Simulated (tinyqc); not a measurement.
CCSD on RHF in the sto-6g basis, frozen core, for BeH2, spin multiplicity 1, step by step. One step of it, computed by the program tinyqc.

Task: CCSD: starting amplitudes. t_ij^ab = <ij||ab> / (e_i + e_j - e_a - e_b), whose energy is MP2.

orbital energies (hartree): MO1 -4.605735, MO2 -0.412358, MO3 -0.369832, MO4 0.209886, MO5 0.209886, MO6 0.337533, MO7 0.661685

Two-electron integrals over orbitals (pq|rs), unique and non-zero (hartree); the lowest 1 orbital is frozen and left out:
```
(22|22) 0.370275    (32|32) 0.158579    (33|22) 0.381892    (33|33) 0.405091
(42|42) 0.046606    (43|43) 0.012089    (44|22) 0.350358    (44|33) 0.331203
(44|44) 0.450117    (52|52) 0.046606    (53|53) 0.012089    (54|54) 0.024258
(55|22) 0.350358    (55|33) 0.331203    (55|44) 0.401601    (55|55) 0.450117
(62|22) -0.013841   (62|33) -0.040488   (62|44) 0.070408    (62|55) 0.070408
(62|62) 0.084881    (63|32) -0.091941   (63|63) 0.087677    (64|42) 0.046435
(64|64) 0.049626    (65|52) 0.046435    (65|65) 0.049626    (66|22) 0.373160
(66|33) 0.383776    (66|44) 0.351668    (66|55) 0.351668    (66|62) -0.025115
(66|66) 0.390233    (72|32) -0.039488   (72|63) 0.063559    (72|72) 0.058154
(73|22) 0.000788    (73|33) -0.018258   (73|44) 0.072029    (73|55) 0.072029
(73|62) 0.080503    (73|66) -0.018642   (73|73) 0.088480    (74|43) 0.013176
(74|74) 0.017025    (75|53) 0.013176    (75|75) 0.017025    (76|32) 0.139340
(76|63) -0.089985   (76|72) -0.046081   (76|76) 0.135084    (77|22) 0.395992
(77|33) 0.411395    (77|44) 0.375216    (77|55) 0.375216    (77|62) -0.015866
(77|66) 0.406378    (77|73) 0.005379    (77|77) 0.448001
```

Give: Starting amplitudes; correlation energy.

Result:

Starting amplitudes (spin orbitals 1a, 1b, ...; amplitudes related by a flip of all spins are not repeated):
```
from      to        t
3a 3b  6a 6b  -0.0620
2a 2b  6a 6b  -0.0566
2a 3b  6a 7b  -0.0452
3a 3b  7a 7b  -0.0429
2a 2b  5a 5b  -0.0374
2a 2b  4a 4b  -0.0374
2a 3b  6b 7a   0.0357
2a 2b  7a 7b  -0.0271
3a 3b  5a 5b  -0.0104
3a 3b  4a 4b  -0.0104
2a 3a  6a 7a  -0.0095
```

correlation energy = -0.031483 hartree
